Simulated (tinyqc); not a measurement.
From island density N on a flat surface back to deposition rate F: epitaxial growth on a vicinal surface: Burton-Cabrera-Frank step flow, step-edge barrier and island nucleation. Computed by tinyqc, a small Python program. Command: `OMP_NUM_THREADS=1 python tinyqc.py 3028224 3028225 out.jsonl stepflow inv`. One thread of a shared host (Intel(R) Xeon(R) Processor @ 2.30GHz), about 0.08 s of CPU time with the checks.

Adatoms land at rate F, hop on a square grid (a simplification for hexagonal faces), desorb, or join steps. Lengths are in units of a and n is the adatom coverage. Steps ascend at x = 0 and descend at x = l.

Inputs (values chosen for the exercise, close to those used for Si(001)): site spacing a = 3.84 angstrom; step height h = 1.36 angstrom; diffusion barrier E_d = 0.691 eV; desorption energy E_a = 2.92 eV; adatom formation energy E_f = 1.34 eV; step-edge barrier E_s = 0.11 eV; attempt frequency nu = 1 THz; miscut angle = 0.2 degrees; temperature T = 740 C; critical nucleus size i = 1.

Constants: k_B = 8.617333262e-05 eV/K.

Method:
- D = nu exp(-E_d/(k_B T)) (a^2/s, nu counted per direction); tau = exp(E_a/(k_B T))/nu; x_s = sqrt(D tau); n_eq = exp(-E_f/(k_B T)); terrace width l = h/(a tan(miscut)); Schwoebel length l_s = exp(E_s/(k_B T)) - 1.
- Temperatures in kelvin are T(C) + 273.15.
- D n'' - n/tau + F = 0 with n(0) = n_eq and -l_s n'(l) = n(l) - n_eq. With u = n - F tau, A = n_eq - F tau, y = l/x_s, s = l_s/x_s: u = A cosh(x/x_s) + B sinh(x/x_s), B = A (1 - cosh y - s sinh y)/(sinh y + s cosh y). Flux into the ascending step J+ = D B/x_s, over the descending one J- = -(D/x_s)(A sinh y + B cosh y); step velocity J+ + J-; growth rate (J+ + J-)/l. For small y: J+ + J- = (F - n_eq/tau) l, J-/J+ = l/(l + 2 l_s).
- The coverage peaks where n' = 0, tanh(x/x_s) = -B/A.
- Island density on a flat surface without desorption: N = 0.25 (F/D)^(i/(i+2)) exp(E_i/((i+2) k_B T)) per site, with E_i = 0 for i = 1; spacing l_n = N^(-1/2). Step flow needs an effective width l_eff = 2 x(peak) below l_n.

Problem. A run gave the result below. Find the deposition rate F, known to lie between 0.097 and 0.27 layers/s.

island density N on a flat surface = 0.0002010772 per site

Solution.

Each step takes the trial c = (a f_b - b f_a)/(f_b - f_a), f being the result less the target and a, b, c the logarithms of the listed values; c replaces end b, the old b replaces a if the sign of f changed, and otherwise f_a is halved.

Scan of the range:
```
deposition rate F (layers/s)  island density N on a flat surface (per site)
0.097                                                           1.60679e-04
0.115                                                           1.70060e-04
0.136                                                           1.79838e-04
0.162                                                           1.90637e-04
0.192                                                           2.01745e-04
0.228                                                           2.13639e-04
0.270                                                           2.26025e-04
```

False position (Illinois rule, in the logarithm of the input) inside the bracket:
```
step     end a     end b     trial  island density N on a flat surface (per site)
1     0.162000  0.192000  0.190049                                    2.01059e-04
2     0.192000  0.190049  0.190100                                    2.01077e-04
3     0.192000  0.190100  0.190100                                    2.01077e-04
4     0.190100  0.190100  0.190100                                    2.01077e-04
```

Island density N on a flat surface rises at every point of a 13-point scan of the range (every second point is shown), so one value fits; it is bracketed by 0.162 and 0.192. The scan shows a pure power law with exponent 0.3333, so scaling from any one row also gives the answer directly. Answer: deposition rate F = 0.1901 layers/s.

Caution: twice the distance from the ascending step to the coverage peak exceeds the expected island spacing [0.25 (F/D)^(i/(i+2)) exp(E_i/((i+2) k_B T))]^(-1/2) by 40 % or more, so islands nucleate and the step-flow values are formal. Caution: the prefactor 0.25 and the criterion are estimates, good to a factor of about two in length.
